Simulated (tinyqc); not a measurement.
Heavy doping: gap narrowing, degeneracy and the minority density: one step. Product and minority density. Two cases, with inputs chosen for the exercise.

Problem. Combine both effects.

Majority: N = Nv F_1/2(eta), eta the distance of EF beyond the majority band edge in kT. Degeneracy factor gam = F_1/2(eta)/exp(eta). ni0^2 = Nc Nv exp(-Eg/kT); product n p = ni0^2 gam exp(dEg/kT), dEg the true narrowing; apparent narrowing dEa = dEg + kT ln gam; minority density = n p/N.

Constants: kB = 8.617333262e-05 eV/K.

Give: ni0; exp(dEg/kT); dEa; sqrt(n p); minority density.

Case 1.

Values chosen (gap and densities of states near those of Ge at this temperature; narrowing constants of the size fitted for Si, not for this material; not measured data): N = 6.3e+18 1/cm^3 (ionised acceptors, equal to the majority density); Eg = 0.602 eV (gap); Nc = 1.89e+19 1/cm^3 (conduction-band density of states); Nv = 9.5e+18 1/cm^3 (valence-band density of states); T = 450 K.

dEg (empirical fit) = 77.0016 meV
gam = 0.792687

Solution.

ni0 = 5.70e+15 1/cm^3
exp(dEg/kT) = 7.28
dEa = 68.0 meV
sqrt(n p) = 1.37e+16 1/cm^3
minority density = 2.98e+13 1/cm^3

Narrowing multiplies the product by 7.28 and degeneracy by 0.793; together they change the minority density by a factor 5.77 against ni0^2/N.

Case 2.

Values chosen (gap and densities of states near those of Si at this temperature; narrowing constants near the fits for Si; not measured data): N = 2.9e+19 1/cm^3 (ionised acceptors, equal to the majority density); Eg = 1.111 eV (gap); Nc = 4.18e+19 1/cm^3 (conduction-band density of states); Nv = 1.71e+19 1/cm^3 (valence-band density of states); T = 400 K.

dEg (empirical fit) = 82.8153 meV
gam = 0.556524

Solution.

ni0 = 2.68e+12 1/cm^3
exp(dEg/kT) = 11.1
dEa = 62.6 meV
sqrt(n p) = 6.65e+12 1/cm^3
minority density = 1.52e+06 1/cm^3

Narrowing multiplies the product by 11.1 and degeneracy by 0.557; together they change the minority density by a factor 6.15 against ni0^2/N.

Computed by tinyqc, one run a case: `OMP_NUM_THREADS=1 python tinyqc.py N N+1 out.jsonl` with N = 1680736, 1681010; one thread of a shared Intel(R) Xeon(R) Processor @ 2.30GHz, about 0.01 s a run at most.
